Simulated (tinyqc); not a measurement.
Comparisons within one model: band edges of strained Si(1-x)Ge(x) on relaxed Si(1-y)Ge(y). A value that a table varies takes the place of the one given here.

Values are linear in the Ge fraction but for ED(x) = linear - CD x (1 - x) and a(x) = linear - Ca x (1 - x). Energies are on the common scale of Ev.

Coherent growth on a (111) face: e_par = (a(y) - a(x))/a(x), e_perp = -(2 C11 + 4 C12 - 4 C44)/(C11 + 2 C12 + 4 C44) e_par; exx = eyy = ezz = (2 e_par + e_perp)/3 and exy = eyz = ezx = (e_perp - e_par)/3.

A valley with unit axis u lies at Ev + gap + (av + a_valley) tr(e) + Xu (u.e.u - tr(e)/3); the Delta axes are x, y, z and the L axes [111], [1-1-1], [-11-1], [-1-11]. The second-order shift of the Delta valleys under shear is left out; it lowers the pair normal to the sheared plane by tens of meV at a shear of 1 %.

Valence edges: Ev plus the levels of the 6 x 6 matrix of X, Y, Z times spin with -Dso/3 + l exx + m (eyy + ezz) on the diagonal (cyclic), n exy off it, l = av + 2 b, m = av - b, n = sqrt(3) d. Spin-orbit term (Dso/3) L.sigma on X, Y, Z with (L_k)_ij = -i epsilon_kij: <X+|H|Y+> = -i Dso/3, <X+|H|Z-> = Dso/3, <Y+|H|Z-> = -i Dso/3, <Z+|H|X-> = -Dso/3, <Z+|H|Y-> = i Dso/3, <X-|H|Y-> = i Dso/3, and their conjugates; + and - are the spin along z.

Coherent growth: e_par = (a(y) - a(x))/a(x). (001): e_perp = -2 (C12/C11) e_par; exx = eyy = e_par, ezz = e_perp, no shear. (111): e_perp = -(2 C11 + 4 C12 - 4 C44)/(C11 + 2 C12 + 4 C44) e_par; exx = eyy = ezz = (2 e_par + e_perp)/3 and exy = eyz = ezx = (e_perp - e_par)/3. (110): e_perp = -(C11 + 3 C12 - 2 C44)/(C11 + C12 + 2 C44) e_par; exx = eyy = (e_par + e_perp)/2, ezz = e_par, exy = (e_perp - e_par)/2, eyz = ezx = 0.

Parameters, chosen for this exercise (end members near Si and Ge, in this order; the results hold for these values, not for the real material):
```
symbol  value           unit      meaning
a       (5.423, 5.657)  angstrom  lattice constant
Dso     (0.044, 0.29)   eV        spin-orbit splitting
av      (2.49, 1.25)    eV        valence hydrostatic potential
b       (-2.11, -2.56)  eV        tetragonal shear potential
d       (-4.77, -5.31)  eV        trigonal shear potential
C11     (167.4, 128.8)  GPa
C12     (63.3, 48.3)    GPa
C44     (78.5, 65.8)    GPa
Ev      (0, 0.7)        eV        top of the unstrained valence band
ED      (1.148, 0.924)  eV        gap to the Delta valleys
EL      (1.974, 0.745)  eV        gap to the L valleys
aD      (1.75, 1.36)    eV        hydrostatic potential of the Delta gap
aL      (-3.19, -2.77)  eV        hydrostatic potential of the L gap
XuD     (9.06, 9.22)    eV        uniaxial potential, Delta
XuL     (16.17, 14.96)  eV        uniaxial potential, L
CD      0.199           eV        bowing of the Delta gap
Ca      0               angstrom  bowing of the lattice constant
face    111                       growth face
y       0                         Ge fraction of the relaxed buffer
x       0.21                      Ge fraction of the layer
```

## Composition of the layer

The buffer is kept. dEc = Ec(buffer) - Ec(layer), dEv = Ev(layer) - Ev(buffer); buffer edges Ev(y) and Ev(y) + min(ED, EL). The digit behind Delta or L counts whole valleys.

Results:
```
x     e_par (%)  lowest valleys  gap (eV)  next valleys above (meV)  valence splitting (meV)  dEc (eV)  dEv (eV)
0.08      -0.34          Delta6     1.092                       769                       21    -0.001     0.057
0.16      -0.69          Delta6     1.040                       708                       35    -0.007     0.115
0.24      -1.02          Delta6     0.990                       645                       48    -0.016     0.175
0.31      -1.32          Delta6     0.948                       588                       58    -0.028     0.227
0.39      -1.65          Delta6     0.904                       519                       69    -0.045     0.289
0.47      -1.99          Delta6     0.862                       448                       81    -0.065     0.351
0.55      -2.32          Delta6     0.823                       374                       92    -0.090     0.415
```

The gap is 1.092 eV in the first row and 0.823 eV in the last. The lowest valleys are Delta6 throughout. Per 0.1 of x the valence offset moves by +76 meV on average; the conduction offset lies between -90 and -1 meV. Electrons and holes sit on opposite sides in every row (type II). Offsets below about 30 meV are within the spread of parameter sets, so those rows do not settle the type. Strains above 2 % can be kept only in layers of a few nanometres.

## Composition of the buffer

The layer is kept. dEc = Ec(buffer) - Ec(layer), dEv = Ev(layer) - Ev(buffer); buffer edges Ev(y) and Ev(y) + min(ED, EL). The digit behind Delta or L counts whole valleys.

Results:
```
y     e_par (%)  lowest valleys  gap (eV)  next valleys above (meV)  valence splitting (meV)  dEc (eV)  dEv (eV)
0.00      -0.90          Delta6     1.008                       669                       43    -0.012     0.152
0.11      -0.43          Delta6     1.039                       658                       28    -0.008     0.072
0.33       0.51          Delta6     1.053                       531                       49     0.015    -0.038
0.43       0.94          Delta6     1.035                       434                       95     0.032    -0.064
0.54       1.41          Delta6     1.013                       327                      149     0.055    -0.090
0.65       1.88          Delta6     0.989                       221                      205     0.083    -0.114
0.76       2.35          Delta6     0.964                       114                      261     0.115    -0.138
```

The gap is 1.008 eV in the first row and 0.964 eV in the last, with its largest listed value, 1.053 eV, at y = 0.33: it peaks near the match y = x, since strain of either sign narrows it. The lowest valleys are Delta6 throughout. Per 0.1 of y the valence offset moves by -38 meV on average; the conduction offset lies between -12 and +115 meV. Electrons and holes sit on opposite sides in every row (type II). Offsets below about 30 meV are within the spread of parameter sets, so those rows do not settle the type. Strains above 2 % can be kept only in layers of a few nanometres.

## The same layer on three faces

dEc = Ec(buffer) - Ec(layer), dEv = Ev(layer) - Ev(buffer); buffer edges Ev(y) and Ev(y) + min(ED, EL). The digit behind Delta or L counts whole valleys.

Results:
```
face   e_par (%)  lowest valleys  gap (eV)  next valleys above (meV)  valence splitting (meV)  dEc (eV)  dEv (eV)  Delta spread (meV)  L spread (meV)
(001)      -0.90          Delta4     0.967                       143                       42     0.024     0.157                 143               0
(111)      -0.90          Delta6     1.008                       669                       43    -0.012     0.152                   0             183
(110)      -0.90          Delta2     0.968                        62                       44     0.026     0.154                  62             144
```

On (001) only the Delta valleys split (143 meV), on (111) only the L valleys (183 meV), on (110) both (62 and 144 meV). The lowest valleys are Delta4 on (001), Delta6 on (111) and Delta2 on (110); the smallest gap is 0.967 eV on (001) and the largest 1.008 eV on (111).

## What each parameter does

dEc = Ec(buffer) - Ec(layer), dEv = Ev(layer) - Ev(buffer); buffer edges Ev(y) and Ev(y) + min(ED, EL). Each row changes one parameter from the base and keeps the others.

Results:
```
case                        gap (eV)  valence splitting (meV)  dEc (eV)  dEv (eV)
base                          1.0081                     43.1   -0.0123    0.1522
x = 0.24                      0.9897                     47.6   -0.0163    0.1745
y = 0.03                      1.0167                     40.0   -0.0116    0.1304
CD = 0.249 eV                 0.9998                     43.1   -0.0040    0.1522
Dso = (0.051, 0.333) eV       1.0081                     46.4   -0.0123    0.1522
Ev = (0, 0.805) eV            1.0081                     43.1   -0.0344    0.1742
b = (-2.426, -2.944) eV       1.0081                     43.1   -0.0123    0.1522
av = (2.864, 1.438) eV        1.0081                     43.1   -0.0076    0.1475
C12 = (72.795, 55.545) GPa    1.0076                     43.7   -0.0139    0.1543
```

The largest shifts from the base row, up to three for each result and ties (the steps differ in size, so this ranks the rows, not the parameters). gap (eV): x -0.0184, y +0.0085, CD -0.0083; unchanged at the printed digits by Dso, Ev, b and av. valence splitting (meV): x +4.5, Dso +3.3, y -3.0; unchanged at the printed digits by CD, Ev, b and av. dEc (eV): Ev -0.0220, CD +0.0083, av +0.0047; unchanged at the printed digits by Dso and b. dEv (eV): x +0.0224, Ev +0.0221, y -0.0217; unchanged at the printed digits by CD, Dso and b. The lowest valleys of the layer are Delta6, so among the conduction-band potentials only those of that family reach the gap and dEc; the buffer is unstrained. A shift large enough to swap the lowest family would change that.

tinyqc: `OMP_NUM_THREADS=1 python tinyqc.py 1081434 1081435 out.jsonl`; about 0.02 s, one thread, shared Intel(R) Xeon(R) Processor @ 2.30GHz.
